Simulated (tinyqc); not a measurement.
Cabrera-Mott growth of a thin oxide under its own electric field: one step, computed by the program tinyqc.

Electrons cross the film freely and set a fixed potential V across it; the field V/x lowers the barrier for ions entering the oxide.

Question. Thickness after time t. u = u0 exp(-W/(k_B T)), X1 = z b V/(k_B T) with V in volts and k_B T in eV; dx/dt = u exp(X1/x). t(x) = int_(x0)^x dx / (dx/dt) by Gauss-Legendre quadrature (80 points on each side of (x0 + 2 x)/3), solved for x.

Inputs (values chosen for the exercise, for a model metal):

| quantity | value | unit |
|---|---|---|
| Mott potential V | 1.4 | V |
| temperature T | 250 | K |
| starting thickness x0 | 4 | angstrom |
| time t | 180000 | s |

Backward hops: ignored.

u = 6.022420e-17 angstrom/s

X1 = 116.9735 angstrom

Give: thickness x; rate at time t; field at time t.

Answer.

thickness x = 4.955 angstrom

rate at time t = 1.076e-06 angstrom/s

field at time t = 28.25 MV/cm

X1/x = 23.6: the field term still rules. Caution: the starting field or rate is formal: the first layers form as fast as oxygen arrives.
